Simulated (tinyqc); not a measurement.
Kissinger analysis: growth of a silicide layer between metal and silicon: linear-parabolic kinetics, ramp anneals and Kissinger analysis. Computed by tinyqc, a small Python program. Command: `OMP_NUM_THREADS=1 python tinyqc.py 3027893 3027894 out.jsonl silicide walk`. One thread of a shared host (Intel(R) Xeon(R) Processor @ 2.30GHz), about 0.1 s of CPU time with the checks.

One compound layer of thickness x grows by diffusion through itself and reaction at an interface, dx/dt = 1/(2x/K + 1/v), until the metal is used up at x = a h.

Inputs (values chosen for the exercise, modelled on CoSi): metal thickness h = 56 nm; silicide formed per metal thickness a = 2.02; prefactor of the parabolic constant K = 3.8e+14 nm^2/s; activation energy E of K = 1.98 eV; prefactor of the interface velocity v = 2.9e+15 nm/s; activation energy E_v = 2.18 eV.

Constants: k_B = 8.617333262e-05 eV/K.

Method:
- The silicide ends at the thickness a h.
- K = K0 exp(-E/(k_B T)), v = v0 exp(-E_v/(k_B T)).
- Temperatures in kelvin are T(C) + 273.15.
- Ramp from x = 0 at 100 C at the rate beta: dx/dT = (1/beta)/(2x/K + 1/v), integrated adaptively (tolerance 1e-9) until x = a h at T_f.
- Plot ln(beta/T_f^2) against 1/(k_B T_f), T_f in kelvin; minus the least-squares slope estimates the activation energy.

final thickness = 113.12 nm

Ramps:
```
beta (C/s)  T_f (C)  1/(k_B T_f) (1/eV)  ln(beta/T_f^2)
0.03         474.77              15.516         -16.741
0.1          503.28              14.946         -15.612
0.3          531.21              14.427         -14.584
1            564.14              13.860         -13.460
3            596.56              13.343         -12.438
10           635.00              12.778         -11.320
30           673.06              12.264         -10.304
```

Kissinger energy = 1.9798 eV

A thousandfold faster ramp raises the completion temperature by only 198 C. The fit gives 1.980 eV, against E = 1.98 eV for diffusion and E_v = 2.18 eV for the interface: diffusion controls. Caution: nucleation and competing phases are left out; disilicides such as CoSi2 and the low-resistance form of TiSi2 start by nucleation and follow this law at best in part.

Extremes, crossings and ranges named in words are read from the listed rows.
